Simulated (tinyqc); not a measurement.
Inside a calculation. Method: tight binding, dimerised chain. One step of it, computed by the program tinyqc.

Task: Bloch Hamiltonian at k. H_AA = +delta, H_BB = -delta, H_AB = -t1 - t2 exp(-i k a).

Parameters chosen for this model:
```
parameter,value,unit
t1,1.280000,"eV, inside the cell"
t2,1.760000,"eV, between cells"
delta,0,"eV, +/- on the two sites"
```

k point k (2 pi / a): 0.210000

Give: H(k) at k.

Result:

H(k) at k (eV):
```
,A,B
A,0.0000,-1.7177+1.7047i
B,-1.7177-1.7047i,0.0000
```
